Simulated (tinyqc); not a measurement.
Approximations to the ground state: Holstein polaron on two sites. Computed by tinyqc, a small Python program. Command: `OMP_NUM_THREADS=1 python tinyqc.py 3030082 3030083 out.jsonl holstein walk`. One thread of a shared host (Intel(R) Xeon(R) Processor @ 2.30GHz), about 0.01 s of CPU time with the checks.

One electron on sites 1 and 2: H = -t (c1+ c2 + c2+ c1) + hbar omega sum_i b_i+ b_i - g hbar omega sum_i n_i (b_i + b_i+). The symmetric phonon shifts the energy by -g^2 hbar omega/2 and drops out; with b = (b_1 - b_2)/sqrt(2) there remains H = -t sigma_x + hbar omega b+ b - (g hbar omega/sqrt(2)) sigma_z (b + b+). Parity splits it into blocks p = +1 and -1 over phonon numbers n. Zero-point energies are left out. Weights Z refer to mode b alone; the displaced symmetric mode multiplies the full zero-phonon weight by exp(-g^2/2).

Inputs (values chosen for the exercise, for a model dimer): hopping t = 64 meV; phonon energy hbar omega = 83.8 meV; coupling g = 0.601.

Method:
- Polaron binding energy E_p = g^2 hbar omega; ratio E_p/t (the adiabatic potential has two wells when it exceeds 1); adiabaticity hbar omega/t.
- Block p: H_nn = n hbar omega - p t (-1)^n - g^2 hbar omega/2, H_(n,n+1) = -(g hbar omega/sqrt(2)) sqrt(n + 1).
- Use 60 levels in both blocks; Z = c_0^2 is the weight of n = 0 in the ground state c; the splitting is the lowest odd level less the lowest even one, which without coupling is the smaller of 2t and hbar omega; <sigma_x> = sum (-1)^n c_n^2 measures the kinetic energy.
- Second order: E = -t - E_p/2 - (E_p/2) hbar omega/(hbar omega + 2t). Lang-Firsov: E = -E_p - t exp(-g^2). Variable displacement: E(x) = -E_p/2 - t exp(-g^2 x^2) - (E_p/2)(2x - x^2), minimised over 0 <= x <= 1. Adiabatic, classical lattice: E = -E_p/2 - t for E_p < t, else -E_p - t^2/(2 E_p); it leaves out the change of zero-point energy.

E_p = 30.2686 meV

E_p/t = 0.472948

ground-state energy = -85.3956 meV

hbar omega/t = 1.309375

Ground-state energy (meV):
```
method,E,E - exact
second order in g,-85.122,0.273
Lang-Firsov,-74.866,10.529
variable displacement,-85.230,0.166
"adiabatic, classical",-79.134,6.261
```

best displacement x = 0.41028

Closest here is variable displacement (+0.17 meV), furthest Lang-Firsov (+10.53 meV), at hbar omega/t = 1.31 and E_p/t = 0.47. Lang-Firsov and variable displacement are variational and lie above the exact value. Caution: with hbar omega below 2t the lowest odd level starts as a one-phonon state, so the splitting here is a softened phonon and not a narrowed hopping.

Extremes, crossings and ranges named in words are read from the listed rows.
